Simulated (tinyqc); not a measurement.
Double quantum well by finite differences: sweeps and comparisons. A value that a table varies takes the place of the one given here.

Finite differences on points z_i at the centres of cells of width h: H_ii = (c/h^2)(1/m_(i-1/2) + 1/m_(i+1/2)) + V_i, H_(i,i+1) = -(c/h^2)/m_(i+1/2), where m_(i+1/2) is the mean of the masses at the two points (the end values are repeated outwards), psi = 0 on the points beyond both ends, c = hbar^2/2m0. The field adds e F (z - z0) with z0 the middle of the structure; 1 kV/cm = 1e-5 eV/angstrom.

Constants: hbar^2/2m0 = 3.80998211 eV angstrom^2.

Inputs chosen for the exercise (near those of an InGaAs well in InAlAs; shifted at random, so the results belong to these values and not to a real crystal):
- layers = ((84, 0.501, 0.0778), (63, 0, 0.0408), (21, 0.501, 0.0778), (84, 0, 0.0408), (84, 0.501, 0.0778)) (each layer: thickness in angstrom, band edge in eV, mass in m0)
- hf = 1.3125 angstrom (cell width of the fine grid)
- Fs = (0, 15, 30, 45, 60, 75, 90) kV/cm (fields)
- F = 0 kV/cm (field along z)
- ws = (5.25, 10.5, 15.75, 21, 31.5, 42, 63) angstrom (widths of the middle barrier)

## Stark shift

Fine grid. Perturbation theory: dE1 = e F z_11 - beta (e F)^2 with beta = sum_j z_1j^2/(E_j - E_1) over the 13 next levels at zero field, z from z0.

Levels against field:
```
F (kV/cm)  E1 (eV)  E2 (eV)  dE1 (meV)  second order (meV)  <z - z0> (angstrom)  E2 - E1 (meV)
0           0.0616   0.0930       0.00                0.00                 38.1           31.5
15.0        0.0668   0.0862       5.26                5.42                 30.3           19.4
30.0        0.0694   0.0818       7.84               10.24                 -3.0           12.4
45.0        0.0656   0.0837       4.06               14.46                -40.5           18.0
60.0        0.0587   0.0884      -2.84               18.08                -49.4           29.7
75.0        0.0511   0.0938     -10.47               21.09                -52.0           42.7
90.0        0.0432   0.0992     -18.38               23.51                -53.2           56.0
```

z_11 = 38.13 angstrom
beta = 1.334e+04 angstrom^2/eV

How do the results move?

The state sits +38.1 angstrom off the middle at zero field, so the shift starts linearly in F. At 90 kV/cm E1 has moved by -18.38 meV, where second order gives +23.51 meV; the two first part by more than 10 % at 30 kV/cm. The electron moves by -91.4 angstrom, against the rise of the potential. E2 - E1 has its smallest listed value inside the range; the ends are 31.5 and 56.0 meV.

## Order of mass and momentum

Fine grid. Hermitian kinetic operators m^a p m^b p m^a with 2a + b = -1: H_ii = (c/h^2) m_i^(2a) (m_(i-1/2)^b + m_(i+1/2)^b) + V_i, H_(i,i+1) = -(c/h^2) m_i^a m_(i+1)^a m_(i+1/2)^b; BenDaniel-Duke is a = 0. The halved form has H_ii = 2c/(h^2 m_i) + V_i and H_(i,i+1) = -(c/2h^2)(1/m_i + 1/m_(i+1)). The shifts are measured against BenDaniel-Duke; the last column repeats E1 with cells of hf/4.

Levels (eV):
```
operator                            E1      E2  E1 - E1(BDD) (meV)  E1 at hf/4
BenDaniel-Duke                  0.0616  0.0930                 0.0      0.0616
(1/m) p^2 + p^2 (1/m), halved   0.0163  0.0532               -45.3     -1.3884
m^(-1/2) p^2 m^(-1/2)           0.0826  0.1284                21.0      0.0827
m^(-1/4) p m^(-1/2) p m^(-1/4)  0.0722  0.1106                10.7      0.0723
one mass, the smallest          0.0702  0.1115                 8.6      0.0702
```

What does this show?

The three forms m^a p m^b p m^a span 21.0 meV in E1, 67 % of E2 - E1; they differ only at the mass steps (largest to smallest mass 1.91), where m^a psi is the continuous quantity. Dropping the mass step altogether moves E1 by +8.6 meV. Refining the grid moves the halved form by -1404.7 meV, against at most 0.10 meV for the other three: at an abrupt step it has no limit as the grid is refined.

## Middle barrier of the double well

Fine grid, zero field, the third layer set to each width in turn. kappa = sqrt(m (V - E)/c) in that layer at the mean of E1 and E2 of the last row.

Splitting:
```
width (angstrom)  E1 (eV)  E2 (eV)  E2 - E1 (meV)  ln(E2 - E1)
5.25               0.0460   0.1020          55.95        4.024
10.50              0.0554   0.0970          41.65        3.729
15.75              0.0597   0.0943          34.58        3.543
21.00              0.0616   0.0930          31.48        3.449
31.50              0.0626   0.0923          29.73        3.392
42.00              0.0627   0.0922          29.47        3.383
63.00              0.0627   0.0921          29.43        3.382
```

kappa = 0.0930 1/angstrom

What does this show, and why?

The splitting falls from 56.0 to 29.43 meV; the last slope of its logarithm is -0.0001 per angstrom, far from -kappa = -0.0930: the wells differ in width, so E2 - E1 levels off at the detuning of the two single-well levels.

Computed by tinyqc, a small Python program: `OMP_NUM_THREADS=1 python tinyqc.py 1282432 1282433 out.jsonl` (the numbers bound the seed that draws the inputs); one thread of a shared host (Intel(R) Xeon(R) Processor @ 2.30GHz), about 0.02 s for the whole set of steps.
